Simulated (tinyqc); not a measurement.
Inside a calculation. Model: depletion-mode phase shifter in a rib waveguide and its Mach-Zehnder modulator.

tinyqc, about 0.01 s, one thread, Intel Xeon 2.30GHz (shared host): `OMP_NUM_THREADS=1 python tinyqc.py 2650033 2650034 out.jsonl` Printed values are rounded.

A lateral p-n junction at x0 in a waveguide whose mode intensity is a Gaussian of rms width s about x = 0; p side at smaller x. Reverse bias removes carriers and raises the index. Abrupt junction, doping uniform over the whole mode, lumped electrode (no travelling-wave effects).

Values chosen for this exercise; values close to those of silicon near 1550 nm: wavelength lam = 1530 nm; relative permittivity of the semiconductor eps_r = 11.7; acceptor density Na = 4.5e17 cm^-3; donor density Nd = 7.7e17 cm^-3; built-in voltage Vb = 0.85 V; rms width of the lateral mode intensity s = 110 nm; junction offset towards the n side x0 = 0 nm; vertical confinement times ng/n G = 1.05; rib height hr = 150 nm; fringe capacitance Cf = 49 pF/m; series resistance Rs = 5.6 ohm mm; length of the phase shifter L = 4 mm; reverse bias V = 3 V; passive loss a0 = 0.7 dB/cm.

Constants: q = 1.602176634e-19 C, eps0 = 8.8541878128e-14 F/cm where lengths are in cm. Results are converted to the units shown.

## Index and absorption of the doped regions

Free-carrier changes (empirical, N and P in cm^-3): |dn| = 8.5e-18 P^0.8 for holes, 8.8e-22 N for electrons; absorption 6e-18 P and 8.5e-18 N in 1/cm.

dn_h = 0.00112717
dn_e = 0.0006776
a_h = 2.7 1/cm
a_e = 6.545 1/cm

Index change per unit absorption: holes 4.17 um, electrons 1.04 um, a ratio of 4.03.

## Depletion edges and mode overlap

W = sqrt(2 eps0 eps_r (Vb + V)(1/Na + 1/Nd)/q); edges xp = x0 - W Nd/(Na + Nd), xn = x0 + W Na/(Na + Nd); F(x) = [1 + erf(x/(sqrt(2) s))]/2.

W at 0 and at V (nm): 62.2107  132.399

```
edge   edge (nm)         F
xp(0)   -39.2641  0.360566
xn(0)    22.9466  0.582622
xp(V)   -83.5635  0.223726
xn(V)    48.8358  0.671465
```

## Index shift, efficiency, loss and bandwidth

dneff = G {dn_h [F(xp(0)) - F(xp(V))] + dn_e [F(xn(V)) - F(xn(0))]}; VpiL = lam V/(2 dneff); loss = a0 + 4.343 G {a_h F(xp) + a_e [1 - F(xn)]} dB/cm at V; C = eps0 eps_r hr/W + Cf; fRC = 1/(2 pi Rs C).

dneff = 2.25163e-4
VpiL = 1.01926 V cm
loss = 13.2601 dB/cm
C = 166.365 pF/m
fRC = 170.832 GHz

The product VpiL x loss is 13.5 V dB.

## Mach-Zehnder modulator

One arm driven from 0 to V: phase 2 pi dneff L/lam; biased at quadrature the output swings between [1 -+ sin(phase/2)]/2; extinction ratio in dB; insertion loss = loss x L.

phase = 1.17733 pi
extinction ratio = 17.0664 dB
insertion loss = 5.30405 dB
